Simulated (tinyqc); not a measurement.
Mesh and choice of bands: charge neutrality level from zone-averaged pseudopotential bands.

Empirical pseudopotential on the fcc lattice, atoms at +/- tau, tau = a (1,1,1)/8, no spin-orbit coupling. H(G,G') = c (2 pi/a)^2 |k + G|^2 delta + VS(q) cos(q.tau) + i VA(q) sin(q.tau), q = G - G', c = hbar^2/2m0; k and G in units of 2 pi/a; VS at |q|^2 = 3, 8, 11 and VA at 3, 4, 11, in rydberg, zero elsewhere. At each k the basis holds all G with |k + G|^2 up to 16; energies are counted from the fourth level at Gamma.

Mesh: k = sum_i (n_i + 1/2)/N b_i, n_i = 0 ... N - 1, b = (-1,1,1), (1,-1,1), (1,1,-1); points with the same sorted |kx|, |ky|, |kz| after folding to the shortest k + G are joined, with their count as weight. Neutrality (branch-point) level: E_N = (1/2) mean over k of [E5 + (E3 + E4)/2], E_n the n-th level from below.

Constants: hbar^2/2m0 = 3.80998211 eV angstrom^2; Ry = 13.60569312 eV.

Inputs chosen for the exercise (out of a larger set: classic local form factors of the size used for GaP, without spin-orbit coupling; not measured data): a = 5.446 angstrom (lattice constant); VS = (-0.221, 0.03, 0.07) Ry (symmetric form factors); VA = (0.121, 0.069, 0.02) Ry (antisymmetric form factors).

E_N with E5 alone, and with (E5 + E6)/2 in its place.

Results:

| N | joined points | E_N (eV) | E_N, two conduction bands (eV) |
|---|---|---|---|
| 1 | 1 | 0.8236 | 1.5398 |
| 2 | 2 | 0.6318 | 1.3171 |
| 3 | 6 | 0.8880 | 1.2539 |
| 4 | 10 | 0.8595 | 1.2580 |
| 5 | 19 | 0.8655 | 1.2493 |

For scale, the lowest gap of this set is 2.20 eV. Against N = 5 the errors are -42, -234, +22 and -6 meV for N = 1 to 4 (N = 1 is the L point alone). Taking the second conduction band in moves E_N by +0.38 eV, more than the mesh error at N = 2: the definition, not the mesh, limits the estimate. Local form factors place the indirect gaps only to a few tenths of an eV, and E_N moves with them.

Program tinyqc; command `OMP_NUM_THREADS=1 python tinyqc.py 1850809 1850810 out.jsonl`; about 0.09 s on one thread of a shared Intel(R) Xeon(R) Processor @ 2.30GHz.
